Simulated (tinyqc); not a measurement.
One mass for the acceptor? Model: shallow acceptor in the spherical model (Baldereschi-Lipari), strong spin-orbit limit. Computed by tinyqc, a small Python program. Command: `OMP_NUM_THREADS=1 python tinyqc.py 3004935 3004936 out.jsonl acceptor walk`. One thread of a shared host (Intel(R) Xeon(R) Processor @ 2.30GHz), about 0.01 s of CPU time with the checks.

The 1S(3/2) state has an s envelope f(r) and a d envelope g(r). In effective units they obey -(f'' + 2f'/r + 2f/r) + mu (g'' + 5g'/r + 3g/r^2) = E f and -(g'' + 2g'/r - 6g/r^2 + 2g/r) + mu (f'' - f'/r) = E g. The cubic term, the split-off band and the central cell are left out.

Inputs (values chosen for the exercise, modelled on silicon):
```
quantity,value,unit
Luttinger gamma_1,4.27,-
Luttinger gamma_2,0.346,-
Luttinger gamma_3,1.46,-
dielectric constant eps,11.4,-
spin-orbit gap Delta_so,44.7,meV
```

Constants: Ry = 13.605693123 eV; a_0 = 0.529177210903 angstrom.

Method:
- Ry* = Ry/(gamma_1 eps^2), a* = a_0 eps gamma_1, mu = (6 gamma_3 + 4 gamma_2)/(5 gamma_1), delta = (gamma_3 - gamma_2)/gamma_1; spherical masses 1/(gamma_1 (1 - mu)) (heavy) and 1/(gamma_1 (1 + mu)) (light).
- Basis: f_i = exp(-zeta_i r), g_i = r exp(-zeta_i r), weight r^2 dr, s = zeta_i + zeta_j. S_ff = 2/s^3, H_ff = zeta_i zeta_j S_ff - 2/s^2; S_gg = 24/s^5, H_gg = 8/s^3 + 24 zeta_i zeta_j/s^5 - 12/s^4; H(f_i, g_j) = mu (6 zeta_i^2/s^4 + 2 zeta_i/s^3); S_fg = 0. Each function is normalised by sqrt(S_ii).
- Large basis: zeta_i = 0.08 x 1.55^(i-1), i = 1..20 in each channel; overlap eigenvalues below 1e-11 are dropped.
- Binding energies are -E Ry*; the mass that fits is E(1S) eps^2/Ry.
- Hydrogenic binding Ry m/eps^2; the density-of-states mass is (m_H^(3/2) + m_L^(3/2))^(2/3); errors are against the large basis.

light-hole mass = 0.158760 m_0

heavy-hole mass = 0.446190 m_0

1S(3/2) binding energy = 30.9226 meV

1S binding energy:
```
mass,value (m_0),binding (meV),error (%)
light hole,0.15876,16.621,-46.250
1/gamma_1,0.23419,24.518,-20.712
mean of heavy and light,0.30247,31.667,2.406
heavy hole,0.44619,46.712,51.062
density of states,0.50728,53.108,71.744
```

The coupled result, 30.92 meV, lies between the 1/gamma_1 value (no coupling) and the heavy-hole value; the closest single rule here is "mean of heavy and light", off by +2.4 %. Caution: gamma_3 and gamma_2 differ by more than 0.17 gamma_1: band warping, left out here, adds several per cent to the binding. Caution: the binding exceeds a fifth of the spin-orbit gap Delta_so, so the split-off band, left out, matters.
